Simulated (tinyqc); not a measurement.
Off-state leakage of single and stacked transistors: one step of the calculation.

n-channel devices of unit width. Subthreshold current I(Vg, Vs, Vd) = I0 (T/300 K)^0.5 exp[(Vg - Vs - VT(T) - gb (Vs - Vb) + dd (Vd - Vs))/(nf Vt)] (1 - exp(-(Vd - Vs)/Vt)), VT(T) = VT - cT (T - 300 K). Gate-edge tunnelling Ig (Vd/1 V) exp(ag (Vd - 1 V)), for a gate at 0 V, and band-to-band leakage Ab u exp(-Bb/u), u = Vd - Vb + 1 V, flow at a drain held at V; both are taken as independent of T. In a stack of off transistors (all gates at 0 V) the same subthreshold current passes through each.

Question. Leakage of one transistor. Vg = Vs = 0, Vd = V; effective threshold VT(T) - gb Vb - dd V.

Inputs (values chosen for the exercise); values of the order met in bulk silicon logic transistors:
- T = 378 K (temperature)
- V = 0.7 V (supply voltage)
- VT = 0.36 V (threshold at 300 K, zero drain and body bias)
- cT = 0.5 mV/K (fall of the threshold with temperature)
- I0 = 0.64 uA/um (current at threshold at 300 K)
- nf = 1.29 (slope factor)
- dd = 0.08 (drain-induced lowering per volt)
- gb = 0.13 (rise of the threshold per volt of source-body bias)
- Ig = 3e-6 uA/um (gate-edge tunnelling current at 1 V)
- ag = 4.6 1/V (exponential slope of the gate current)
- Ab = 20 uA/(um V) (prefactor of band-to-band leakage at the drain)
- Bb = 25 V (its exponential voltage)
- Vb = -0.6 V (body voltage)

Constants: q = 1.602176634e-19 C, kB = 1.380649e-23 J/K, Vt = kB T/q. Results are converted to the units shown.

Find: effective threshold; parts; total; shares.

Answer.

effective threshold = 0.34300 V
parts (nA/um): subthreshold 0.20479, gate edge 5.2831e-4, band-to-band 0.87532
total = 1.0806 nA/um
shares (%): subthreshold 18.951, gate edge 0.048889, band-to-band 81.000

The band-to-band part is the largest.

Computed by the program tinyqc: `OMP_NUM_THREADS=1 python tinyqc.py 2242137 2242138 out.jsonl`, one thread of a shared Intel Xeon 2.30GHz, about 0.03 s for the whole run.
